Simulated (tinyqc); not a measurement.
Mobility of a non-polar semiconductor in the relaxation-time approximation: one step, computed by the program tinyqc.

Each valley is treated as a sphere of mass m_d for states and rates, with one isotropic relaxation time; the conductivity mass m_c sets the current.

Question. Rates at a few energies. Parabolic band: E = hbar^2 k^2/(2 m), speed v = hbar k/m, states per spin, volume and energy g(E) = m k/(2 pi^2 hbar^2). Here m = m_d. Masses are multiplied by m_0 and all formulas are in SI units. Phonon occupation N_q = 1/(exp(hbar w/(k_B T)) - 1). Acoustic deformation potential (elastic, equipartition, absorption and emission together): 1/tau = 2 pi k_B T D_A^2 g(E)/(hbar rho v_l^2). Optical or intervalley deformation potential: 1/tau = (pi Z_f D_o^2/(rho w)) [N_q g(E + hbar w) + (N_q + 1) g(E - hbar w)], with g = 0 below the band edge. Each optical term is multiplied by (1 - f(E'))/(1 - f(E)), E' the final energy, for Pauli blocking. Singly charged impurities, momentum relaxation: 1/tau = N_I e^4 m (1 + 2 alpha E) Phi/(8 pi (eps_s eps_0)^2 hbar^3 k^3), with alpha = 0 for a parabolic band. Brooks-Herring: Phi = ln(1 + b) - b/(1 + b), b = 4 k^2 L_s^2. Alloy disorder: 1/tau = (2 pi/hbar) Omega x (1 - x) U^2 g(E), Omega = a^3/4 (other conventions for Omega rescale U).

Inputs (values chosen for the exercise, modelled on electrons in germanium):
```
quantity,value,unit
static permittivity eps_s,16,-
density rho,5323,kg/m^3
sound velocity v_l,5210,m/s
acoustic deformation potential D_A,11,eV
phonon energy hbar w,32.5,meV
optical or intervalley deformation potential D_o,4.5,1e8 eV/cm
final valleys Z_f,3,-
temperature T,350,K
alloy fraction x,0.29,-
alloy potential U,0.65,eV
lattice constant a,5.44,angstrom
```

Band: parabolic. Impurity formula: Brooks-Herring. Further scattering: alloy.

reduced Fermi level eta = -11.38584

density-of-states mass m_d = 0.2217676 m_0

ionised impurity density N_I = 4.882979e+14 1/cm^3

screening length L_s = 421.6527 nm

Constants: k_B = 8.617333262e-05 eV/K; k_B = 1.380649e-23 J/K; e = 1.602176634e-19 C; hbar = 1.054571817e-34 J s; m_0 = 9.1093837015e-31 kg; hbar = 6.582119569e-16 eV s; eps_0 = 8.8541878128e-12 F/m.

Give: Rates (1e12/s) at E = (max(eta, 0) + 0.5, 1, 2, 4) k_B T.

Answer.

Rates (1e12/s) at E = (max(eta, 0) + 0.5, 1, 2, 4) k_B T:
```
E (meV),acoustic,optical,ionised impurity,alloy
15.1,1.687,0.466,0.04243,1.460
30.2,2.386,0.535,0.01604,2.065
60.3,3.375,1.697,0.00604,2.920
120.6,4.773,2.699,0.00226,4.129
```
